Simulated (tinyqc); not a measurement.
# Changing the starting thickness h0

Model: spin coating of a resist or spin-on film: centrifugal thinning, evaporation and the final thickness (Emslie and Meyerhofer models). Computed by tinyqc, a small Python program. Command: `OMP_NUM_THREADS=1 python tinyqc.py 3111228 3111229 out.jsonl spincoat sweep`. One thread of a shared host (Intel(R) Xeon(R) Processor @ 2.30GHz), about 0.3 s of CPU time with the checks.

A Newtonian film stays uniform over the wafer; solvent and solids have the same density and the concentration is uniform through the thickness.

Inputs (values chosen for the exercise, of the order of those of a polymer resist in an ester solvent):
```
quantity                                 value          unit
solids volume fraction c0                 0.21             -
kinematic viscosity of the solvent nu_s    1.1        mm^2/s
viscosity constant k                      5800        mm^2/s
viscosity exponent gamma                   3.1             -
spin speed f                              4000           rpm
evaporation rate at 1000 rpm e0          0.058  micrometre/s
time t                                     7.9             s
wafer radius R                             150            mm
shrinkage in the bake                      9.4             %
```

Method:
- omega = 2 pi f/60; nu(c) = nu_s + k c^gamma; evaporation rate e = e0 sqrt(f/1000 rpm).
- Flow constant K = 2 omega^2/(3 nu(c0)); Reynolds number of the air omega R^2/nu_air with nu_air = 15 mm^2/s.
- dh/dt = -K h^3 gives h = h0/sqrt(1 + 2 K h0^2 t); for long times h = 1/sqrt(2 K t).
- Full model for solids s and liquid l per area, h = s + l, c = s/h: ds/dt = -c Q, dl/dt = -(1 - c) Q - e, Q = 2 omega^2 h^3/(3 nu(c)); integrated adaptively (relative tolerance 1e-9) until l = 0.
- Dry film = s at l = 0, before the bake; film after the bake = s x (1 - shrinkage).

One run for each value:
```
starting thickness h0 (micrometre)  dry film (nm)  h(t) without evaporation (micrometre)  time to dry (s)
20                                          951.6                                  4.892            34.81
39                                          954.8                                  5.004            35.23
75                                          955.2                                  5.034            35.33
140                                         955.3                                  5.042            35.36
280                                         955.3                                  5.045            35.36
540                                         955.3                                  5.045            35.37
1000                                        955.3                                  5.046            35.37
2000                                        955.3                                  5.046            35.37
```

Over the rows, dry film (nm) rises from 951.6 to 955.3; h(t) without evaporation (micrometre) rises from 4.89 to 5.05; time to dry (s) rises from 34.81 to 35.37. The exponent of dry film stays at 0: the excess is flung off.

Caution (all rows): above a Reynolds number of about 3e5 the air flow near the rim turns turbulent, and evaporation is no longer uniform.
